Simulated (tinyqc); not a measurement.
Wafer bonding and layer transfer: bond energy, gap closing, particles, bonding of dissimilar wafers and hydrogen blisters: one step, computed by the program tinyqc. Command: `OMP_NUM_THREADS=1 python tinyqc.py 3016395 3016396 out.jsonl bond walk`. One thread of a shared host (Intel(R) Xeon(R) Processor @ 2.30GHz), about 0.01 s of CPU time with the checks.

gamma is the energy per area of each of the two surfaces; plates are isotropic.

Problem. Void around a particle. E' = E1/(1 - nu^2), equal wafers assumed. Void radius in the plate regime: R_v = [(2/3) E' t1^3/gamma]^(1/4) h^(1/2). Below h_crit = 5 sqrt(t1 gamma/E') the wafers deform locally and R_v is of the order of h (taken as h).

Inputs (values chosen for the exercise, with wafer 1 close to silicon):
```
quantity            value        unit
Young's modulus E1    147         GPa
Poisson ratio nu     0.28           -
thickness t1          525  micrometre
particle radius h     0.3  micrometre
```

bond energy gamma = 0.9440669 J/m^2

Give: critical particle radius; void radius.

Solution.

critical particle radius = 0.2787 micrometre

void radius = 1101 micrometre

The void is 3700 times the particle.
